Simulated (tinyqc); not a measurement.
Comparisons within one model: free and nearly free electrons in a metal. A value that a table varies takes the place of the one given here.

The cubic cell holds 4 atoms: n = 4 z/a^3, kF = (3 pi^2 n)^(1/3), EF = c kF^2/m, vF = 2 c kF/(m hbar), c = hbar^2/2m0; rs = (3/(4 pi n))^(1/3)/a0; D(EF) = 3 n/(2 EF).

Two plane waves k and k - G, G = (111) (2 pi/a): H = [[c k^2/m, V], [V, c (k - G)^2/m]] with c = hbar^2/2m0.

Square wire of width w with grain size w: rho/rho0 = 1/(1 - 3 al/2 + 3 al^2 - 3 al^3 ln(1 + 1/al)) + (3/4) (1 - p) l/w, with al = (l/w) Rg/(1 - Rg) (Mayadas-Shatzkes plus the thick-wire form of Fuchs-Sondheimer); l = hbar kF/(n e^2 rho), e = 1.602176634e-19 C.

Constants: hbar^2/2m0 = 3.80998211 eV angstrom^2; hbar = 6.58211957e-16 eV s; a0 (Bohr radius) = 0.5291772105 angstrom.

Values chosen for the exercise (near those of Cu, whose d bands this model ignores; not measured data): a = 3.638 angstrom (fcc lattice constant); z = 1 (free electrons an atom); m = 1 m0 (mass); rho = 1.9 micro-ohm cm (bulk resistivity); p = 0.5 (specularity of the surfaces); Rg = 0.45 (reflection at grain boundaries); w = 30 nm (wire width).

## When the Fermi surface touches the face

On the face the lower band is E = c (G^2/4 + q^2)/m - V, q along the face. EF is held at its free value. A neck opens where EF > c G^2/(4m) - V, with radius q; the second band fills where EF > c G^2/(4m) + V.

Necks:

| V (eV) | lower band at the face centre (eV) | neck radius (1/angstrom) | radius/kF |
|---|---|---|---|
| 0.2 | 8.324 | - | - |
| 0.5 | 8.024 | - | - |
| 0.8 | 7.724 | - | - |
| 1.1 | 7.424 | - | - |
| 1.4 | 7.124 | - | - |
| 1.8 | 6.724 | 0.2398 | 0.178 |
| 2.2 | 6.324 | 0.4031 | 0.299 |
| 2.6 | 5.924 | 0.5172 | 0.383 |

EF = 6.943 eV
c G^2/(4m) = 8.524 eV

Contact needs V > 1.581 eV. It is first met at V = 1.8 eV of those listed, and the radius then grows as the square root of the excess, to 0.383 kF at 2.6 eV. EF is held at its free value here; a count of states lowers it as V grows, strongly for V of an eV or more, so the threshold is a lower bound, the radii are upper bounds, and some necks may vanish.

## Resistivity of narrow wires

Wires:

| w (nm) | al | grain term (factor - 1) | surface term | rho (micro-ohm cm) |
|---|---|---|---|---|
| 200 | 0.144 | 0.208 | 0.066 | 2.42 |
| 100 | 0.287 | 0.409 | 0.132 | 2.93 |
| 50 | 0.575 | 0.803 | 0.264 | 3.93 |
| 30 | 0.958 | 1.321 | 0.439 | 5.25 |
| 20 | 1.437 | 1.966 | 0.659 | 6.89 |
| 14 | 2.053 | 2.791 | 0.941 | 8.99 |
| 10 | 2.875 | 3.889 | 1.318 | 11.79 |
| 7 | 4.107 | 5.535 | 1.882 | 15.99 |

l = 35.13 nm

At 7 nm the resistivity is 8.42 times the bulk value; grain boundaries add more (5.53 from grains, 1.88 from surfaces). It passes twice the bulk value between 100 and 50 nm. The surface formula is meant for w above l = 35 nm, so the rows below that are rough.

## What sets the wire resistivity

All results formed anew. Each row changes one parameter from the base and keeps the others.

Results:

| case | EF (eV) | l (nm) | wire rho (micro-ohm cm) |
|---|---|---|---|
| base | 6.943 | 35.13 | 5.245 |
| a = 3.747 angstrom | 6.544 | 37.27 | 5.445 |
| m = 1.2 m0 | 5.785 | 35.13 | 5.245 |
| rho = 2.28 micro-ohm cm | 6.943 | 29.28 | 5.636 |
| p = 0.8 | 6.943 | 35.13 | 4.745 |
| Rg = 0.315 | 6.943 | 35.13 | 4.165 |
| w = 21 nm | 6.943 | 35.13 | 6.652 |

The largest shifts from the base row, up to three for each result and ties (the steps differ in size, so this ranks the rows, not the parameters). EF (eV): m -1.157, a -0.398; unchanged at the printed digits by rho, p, Rg and w. l (nm): rho -5.86, a +2.14; unchanged at the printed digits by m, p, Rg and w. wire rho (micro-ohm cm): w +1.407, Rg -1.080, p -0.501; unchanged at the printed digits by m. The mass drops out of l at given rho, because vF falls and tau rises by the same factor.

tinyqc: `OMP_NUM_THREADS=1 python tinyqc.py 1680308 1680309 out.jsonl`; about 0.01 s, one thread, shared Intel(R) Xeon(R) Processor @ 2.30GHz.
